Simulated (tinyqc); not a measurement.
What each parameter does: BHZ model on a square lattice (one spin block).

h(k) = e0 + d.s with s the Pauli matrices in the basis (E, H), k in units of 1/a: dx = (A/a) sin kx, dy = (A/a) sin ky, dz = M - (2B/a^2)(2 - cos kx - cos ky), e0 = -(2D/a^2)(2 - cos kx - cos ky). The other spin block is h*(-k). For small k this is the continuum model with dz = M - B k^2.

Values chosen for the exercise (of the size used for InAs / GaSb double wells; shifted at random, so the results belong to these values and not to a real crystal): A = 0.72 eV angstrom; B = -78.4 eV angstrom^2; D = -21.3 eV angstrom^2; M = -0.0173 eV (mass term); a = 20 angstrom (grid spacing); k = (0.23, 0.57) 1/a (wave vector).

Levels at k and dz there. Each row changes one parameter from the base and keeps the others.

Results:
```
case                      lower (meV)  upper (meV)  dz (meV)
base                          -39.260       78.544    54.998
A = 0.792 eV angstrom         -40.048       79.332    54.998
B = -86.24 eV angstrom^2      -46.062       85.346    62.227
D = -17.04 eV angstrom^2      -43.189       74.616    54.998
M = -0.0123 eV                -43.954       83.238    59.998
a = 22 angstrom               -30.346       62.812    42.450
```

The largest shifts from the base row, up to three for each result and ties (the steps differ in size, so this ranks the rows, not the parameters). lower (meV): a +8.915, B -6.801, M -4.694. upper (meV): a -15.733, B +6.801, M +4.694. dz (meV): a -12.548, B +7.230, M +5.000; unchanged at the printed digits by A and D. D shifts both levels alike and leaves the states, so it cannot change the topology while the gap stays open.

tinyqc: `OMP_NUM_THREADS=1 python tinyqc.py 1481551 1481552 out.jsonl`; about 0.08 s, one thread, shared Intel(R) Xeon(R) Processor @ 2.30GHz.
